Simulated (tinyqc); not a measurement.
Charge needed for a dipole step.

Two sheets of opposite charge dd apart with permittivity ei give the step D = q N dd/(eps0 ei).

Values chosen for this exercise: relative permittivity inside the dipole layer ei = 9.2; thickness of the dipole layer dd = 0.24 nm.

Constants: q = 1.602176634e-19 C, eps0 = 8.8541878128e-14 F/cm where lengths are in cm. Results are converted to the units shown.

Charge needed for a dipole step:

| N (cm^-2) | D (V) | field (MV/cm) | moment (debye/nm^2, 1 D = 3.33564e-30 C m) |
|---|---|---|---|
| 1e12 | 0.004720 | 0.1967 | 0.1153 |
| 2.7e12 | 0.01275 | 0.5311 | 0.3112 |
| 6.8e12 | 0.03210 | 1.337 | 0.7839 |
| 1.7e13 | 0.08025 | 3.344 | 1.960 |
| 4.5e13 | 0.2124 | 8.851 | 5.187 |
| 1.1e14 | 0.5193 | 21.64 | 12.68 |
| 2.9e14 | 1.369 | 57.04 | 33.43 |

D is proportional to N, 0.1 V for 2.12e13 cm^-2. The same sheet as an uncompensated charge under 1 nm of a dielectric of permittivity 3.9 would shift the flat band by 0.983 V, and that shift would grow with thickness, which a dipole step does not. For N = 1.1e14, 2.9e14 the field exceeds 20 MV/cm; it acts over one bond length, where the sheet picture is only a bookkeeping device.

Numbers from tinyqc (`OMP_NUM_THREADS=1 python tinyqc.py 2410118 2410119 out.jsonl`; about 0.01 s on one thread of a shared Intel Xeon 2.30GHz).
